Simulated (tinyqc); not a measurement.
Inside a calculation. Method: LCCD on RHF in the 6-31g basis, for H2, spin multiplicity 1. One step of it, computed by the program tinyqc.

Task: Iteration 5 (converged): orbitals. Diagonalise F' = X^T F X, C = X C', fill 1 alpha and 1 beta electrons from the bottom; D = 2 C_occ C_occ^T. Each column has its largest component positive (the first on a tie).

converged F (hartree), lower triangle:
```
,1H 1s,1H 2s,2H 1s,2H 2s
1H 1s,0.100687
1H 2s,-0.419062,-0.306605
2H 1s,-0.392829,-0.404256,0.100687
2H 2s,-0.404256,-0.356997,-0.419062,-0.306605
```

X, lower triangle:
```
,1H 1s,1H 2s,2H 1s,2H 2s
1H 1s,1.253768
1H 2s,-0.498976,1.644262
2H 1s,-0.032648,0.029322,1.253768
2H 2s,0.029322,-0.648782,-0.498976,1.644262
```

Give: F' = X^T F X; orbital energies; coefficients C; D after iteration 5.

Result:

F' = X^T F X (hartree), lower triangle:
```
,1,2,3,4
1,0.6066
2,-0.5744,0.2432
3,-0.2443,-0.1302,0.6066
4,-0.1302,-0.1954,-0.5744,0.2432
```

orbital energies (hartree): MO1 -0.5169, MO2 0.1550, MO3 0.9270, MO4 1.1345

coefficients C:
```
,MO1,MO2,MO3,MO4
1H 1s,0.2808,0.1746,0.8815,-0.9677
1H 2s,0.3416,1.1657,-0.6993,1.1873
2H 1s,0.2808,-0.1746,0.8815,0.9677
2H 2s,0.3416,-1.1657,-0.6993,-1.1873
```

D after iteration 5, lower triangle:
```
,1H 1s,1H 2s,2H 1s,2H 2s
1H 1s,0.1577
1H 2s,0.1919,0.2334
2H 1s,0.1577,0.1919,0.1577
2H 2s,0.1919,0.2334,0.1919,0.2334
```
